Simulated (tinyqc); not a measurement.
## Permittivity and interface capacitance from two thicknesses

Problem. 1/C = t/(eps0 ek) + 2/ci for planar capacitors that differ only in thickness. Find ek, ci and the EOT of the interfaces, 2 x 3.9 eps0/ci.

Constants: eps0 = 8.8541878128e-14 F/cm where lengths are in cm. Results are converted to the units shown.

C at t = 4 and 12 nm (uF/cm^2): 1.5248961  0.50933428

Answer. 1/C is a straight line in t: the slope gives ek and the intercept 2/ci. A single thickness would give only the effective permittivity; when the interfaces are a small part of 1/C, ci needs very accurate data.

ek = 6.910
ci = 1000 uF/cm^2
EOT of the interfaces = 0.006906 nm

Computed by the program tinyqc: `OMP_NUM_THREADS=1 python tinyqc.py 2102047 2102048 out.jsonl`, one thread of a shared Intel Xeon 2.30GHz, about 0.01 s for the whole run.
